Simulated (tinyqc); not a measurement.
What moves the results: sp3s* tight binding with spin-orbit coupling. A value that a table varies takes the place of the one given here.

sp3s* tight binding, nearest neighbours only: anion (a) at 0, cation (c) at a/4 (1,1,1), orbitals s, px, py, pz, s* on each; k in units of 2 pi/a. With phases e_j = exp(i (pi/2) k.n_j) for n = (1,1,1), (1,-1,-1), (-1,1,-1), (-1,-1,1): g0 = (e1+e2+e3+e4)/4, g1 = (e1+e2-e3-e4)/4, g2 = (e1-e2+e3-e4)/4, g3 = (e1-e2-e3+e4)/4. The diagonal holds the levels Esa, Epa, Exa (s*) and Esc, Epc, Exc. Anion-cation block: <sa|sc> = Vss g0; <sa|xc> = Vsapc g1; <xa|sc> = -Vscpa g1; <xa|xc> = Vxx g0; <xa|yc> = <ya|xc> = Vxy g3, <xa|zc> = <za|xc> = Vxy g2, <ya|zc> = <za|yc> = Vxy g1; <s*a|xc> = Vxapc g1; <xa|s*c> = -Vpaxc g1; y and z take g2 and g3 in place of g1; s-s* and s*-s* vanish.

Spin-orbit coupling acts within the p shell of each atom as (D/3) L.sigma, D = Da or Dc: it puts four states at Ep + D/3 and two at Ep - 2D/3.

Values chosen for the exercise (near a published set for SiC, fitted to gaps, whose masses and valley positions are rough; spin-orbit coupling, where it is added without a refit, lifts the valence top and shrinks all gaps by about a third of the splitting; the results hold for these values, not for the real material):

| symbol | value | unit | meaning |
|---|---|---|---|
| Esa | -8.452 | eV | s level of the anion |
| Epa | 2.121 | eV | p level of the anion |
| Esc | -4.843 | eV | s level of the cation |
| Epc | 4.35 | eV | p level of the cation |
| Exa | 9.678 | eV | s* level of the anion |
| Exc | 9.329 | eV | s* level of the cation |
| Vss | -12.399 | eV | s-s |
| Vxx | 3.046 | eV | px-px |
| Vxy | 5.915 | eV | px-py |
| Vsapc | 9.462 | eV | s anion, p cation |
| Vscpa | 9.196 | eV | s cation, p anion |
| Vxapc | 8.714 | eV | s* anion, p cation |
| Vpaxc | 4.397 | eV | p anion, s* cation |
| Da | 0.006 | eV | atomic spin-orbit splitting, anion |
| Dc | 0.044 | eV | the same, cation |
| eta | 2.5 |  | scaling exponent |
| D001 | 0.72 |  | ratio -ezz/exx |

## What the s* orbital does

The s* couplings Vxapc and Vpaxc are scaled by f; f = 0 is the plain sp3 model. Gaps from the top of the valence band at Gamma; the Delta value is the minimum on (x,0,0), 0.5 <= x <= 1.

Gaps (eV):

| f | Gamma | Delta | L | x of the minimum |
|---|---|---|---|---|
| 0.00 | 5.8840 | 7.2268 | 7.3260 | 0.500 |
| 0.25 | 5.8840 | 6.8371 | 6.9718 | 0.500 |
| 0.50 | 5.8840 | 5.7597 | 6.0819 | 0.748 |
| 0.75 | 5.8840 | 4.0078 | 4.8679 | 1.000 |
| 0.90 | 5.8840 | 2.9879 | 4.0831 | 1.000 |
| 1.00 | 5.8840 | 2.3286 | 3.5571 | 1.000 |
| 1.10 | 5.8840 | 1.6874 | 3.0350 | 1.000 |

The gap at Gamma stays, since g1 to g3 vanish there. From f = 0 to 1 the s* levels lower the Delta value by 4.898 eV and L by 3.769 eV. For f = 0 and 0.25 the least value lies at x = 0.5, the end of the range: any valley further out lies above that value until s* has lowered it enough. The lowest of the three is Gamma at f = 0 and the Delta line at f = 1.

## Hydrostatic strain (sp3s* tight binding with spin-orbit coupling, strained)

Strain e moves each bond vector to d = (1 + e) d0 (no internal displacement for the diagonal strains used here) and k is given in fractions of the strained reciprocal cell, so the phases stay. Two-centre values Vss_sigma = Vss/4, Vsp_sigma = sqrt3 V/4 for each s-p and s*-p pair, Vpp_sigma = (Vxx + 2 Vxy)/4, Vpp_pi = (Vxx - Vxy)/4 are scaled by (d0/d)^eta and combined with the new direction cosines; the levels on the diagonal stay.

exx = eyy = ezz = e. Gaps as measured from the top of the valence band; the deformation potentials are (gap(0.01) - gap(-0.01))/0.06.

Gaps (eV):

| e | Gamma | Delta | L | x of the minimum |
|---|---|---|---|---|
| -0.03 | 6.9146 | 2.4612 | 3.7939 | 1.000 |
| -0.02 | 6.6684 | 2.4138 | 3.7152 | 1.000 |
| -0.01 | 6.2691 | 2.3697 | 3.6363 | 1.000 |
| 0.00 | 5.8840 | 2.3286 | 3.5571 | 1.000 |
| 0.01 | 5.5125 | 2.2904 | 3.4776 | 1.000 |
| 0.02 | 5.1540 | 2.2550 | 3.3975 | 1.000 |
| 0.03 | 4.8079 | 2.2222 | 3.3169 | 1.000 |

gap deformation potentials (eV): Gamma -12.610, Delta -1.321, L -2.645

Per unit of volume strain the gaps move by -12.61 (Gamma), -1.32 (Delta) and -2.65 eV (L). The lowest valley stays the Delta line over the range. These potentials follow from the one exponent eta, which fitted models replace by one for each integral; with it the sizes are rough, the sign for Delta can be wrong (in Si, Ge and the III-V crystals measured values are small and positive), and the pressures at which valleys cross, and which valley takes over, are rough too. A gap of zero, where one is listed, marks an s level that has sunk below the valence top.

## Biaxial strain splits the top of the valence band (sp3s* tight binding, strained)

No spin-orbit coupling; k = 0; exx = eyy = e, ezz = -D001 e. The four bonds keep equal lengths, and the sums over them give Vxx(e) for px and py and Vzz(e) for pz; each level is the lower root of [[Epa, V], [V, Epc]], and the s level the upper root of the s block. The shear potential b follows from E(x,y) - E(z) = 3 b (exx - ezz), taken as the slope between e = -0.005 and 0.005.

Couplings and levels at Gamma (eV):

| e | ezz | Vxx(e) | Vzz(e) | E(x,y) | E(z) | E(x,y) - E(z) (meV) | upper s level |
|---|---|---|---|---|---|---|---|
| -0.020 | 0.0144 | 2.9704 | 3.3919 | 0.0629 | -0.3348 | 397.7 | 6.1437 |
| -0.010 | 0.0072 | 3.0094 | 3.2166 | 0.0263 | -0.1687 | 195.0 | 6.0130 |
| -0.005 | 0.0036 | 3.0280 | 3.1307 | 0.0089 | -0.0876 | 96.5 | 5.9476 |
| 0.005 | -0.0036 | 3.0634 | 2.9625 | -0.0243 | 0.0703 | -94.6 | 5.8167 |
| 0.010 | -0.0072 | 3.0801 | 2.8803 | -0.0401 | 0.1471 | -187.2 | 5.7512 |
| 0.020 | -0.0144 | 3.1119 | 2.7193 | -0.0699 | 0.2967 | -366.6 | 5.6204 |

b = -3.703 eV

Under tension in the plane (e > 0) the bonds tilt towards the plane, Vxx grows to 3.0801 and Vzz falls to 2.8803 eV at e = 0.01, and the pz state forms the top of the valence band, by 187.2 meV; under compression (e = -0.01) the px, py pair does, by 195.0 meV. The slope gives b = -3.70 eV, a rough value, since on-site strain terms are left out (measured values lie near -2 eV).

## What each parameter does

Gaps from the top of the valence band at Gamma; Delta is the minimum on (x,0,0), 0.5 <= x <= 1. Each row changes one parameter from the base and keeps the others.

Results:

| case | Ev (eV) | gap Gamma (eV) | gap Delta (eV) | gap L (eV) |
|---|---|---|---|---|
| base | -0.0018 | 5.8840 | 2.3286 | 3.5571 |
| Exc = 9.029 eV | -0.0018 | 5.8840 | 2.3286 | 3.5546 |
| Epc = 4.65 eV | 0.0934 | 5.7888 | 2.3275 | 3.5448 |
| Epa = 2.321 eV | 0.1313 | 5.7508 | 2.1954 | 3.4274 |
| Esa = -8.152 eV | -0.0018 | 6.0132 | 2.4022 | 3.6251 |
| Exa = 9.378 eV | -0.0018 | 5.8840 | 2.1946 | 3.4291 |
| Vscpa = 8.896 eV | -0.0018 | 5.8840 | 2.3286 | 3.5728 |

The largest shifts from the base row, up to three for each result and ties (the steps differ in size, so this ranks the rows, not the parameters). Ev (eV): Epa +0.1332, Epc +0.0952; unchanged at the printed digits by Exc, Esa, Exa and Vscpa. gap Gamma (eV): Epa -0.1332, Esa +0.1293, Epc -0.0952; unchanged at the printed digits by Exc, Exa and Vscpa. gap Delta (eV): Exa -0.1340, Epa -0.1332, Esa +0.0736; unchanged at the printed digits by Exc and Vscpa. gap L (eV): Epa -0.1297, Exa -0.1280, Esa +0.0680. Exc, Exa and Vscpa cannot move Ev or the gap at Gamma, whose blocks do not hold them; s parameters never move Ev, and move the gap only where the lowest empty level at Gamma is s-like.

Program tinyqc; command `OMP_NUM_THREADS=1 python tinyqc.py 1481108 1481109 out.jsonl`; about 0.2 s on one thread of a shared Intel(R) Xeon(R) Processor @ 2.30GHz.
